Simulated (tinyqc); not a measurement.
Six-transistor SRAM cell, nodal equations and margins: one step of the calculation.

Two cross-coupled inverters (pull-down bn, pull-up bp) hold the nodes Q and QB; access transistors (ba, threshold VTn, gate on the word line at Vdd when selected) join them to the bit lines. Transistor (EKV form, voltages against the body): I = 2 n b Vt^2 [F(vp - Vs) - F(vp - Vd)] from drain to source, F(v) = ln^2(1 + exp(v/(2 Vt))), vp = (Vg - VT + sg |Vd - Vs|)/n. n-channel bodies are at 0; for the p-channel device all voltages are counted down from Vdd. b in uA/V^2 gives I in uA. For an access transistor the bit line is the drain and the node the source. In a read both bit lines are at Vdd. The cell is symmetric (no mismatch).

Question. Node voltages in a read by Newton steps. F1 = In(gate QB, drain Q) - Ip(gate QB, drain Q) - Ia(bit line, Q), F2 the same with Q and QB exchanged; J by central differences with +/- 1e-6 V; solve J d = -F, limit each component to +/- 0.15 V and add.

Inputs (values chosen for the exercise):
- T = 300 K (temperature)
- Vdd = 0.4 V (supply voltage)
- n = 1.18 (slope factor)
- sg = 0.047 (drain-induced barrier lowering)
- VTn = 0.42 V (n-channel threshold)
- VTp = 0.32 V (p-channel threshold (magnitude))
- bn = 620 uA/V^2 (gain factor of the pull-down transistor)
- ba = 310 uA/V^2 (gain factor of the access transistor)
- bp = 280 uA/V^2 (gain factor of the pull-up transistor)

Constants: q = 1.602176634e-19 C, kB = 1.380649e-23 J/K, Vt = kB T/q. Results are converted to the units shown.

(Q, QB) after iteration 1 (V): Q 0.01497479, QB 0.39999986

Find: F1, F2; J; (Q, QB) after iteration 2.

Answer.

F1, F2 (uA): [-0.03784, 0.00000]

J (uS):
```
        Q     QB
F1  10.44   2.47
F2   0.00  17.30
```

(Q, QB) after iteration 2 (V): Q 0.0186, QB 0.4000

Computed by the program tinyqc: `OMP_NUM_THREADS=1 python tinyqc.py 2340139 2340140 out.jsonl`, one thread of a shared Intel Xeon 2.30GHz, about 0.2 s for the whole run.
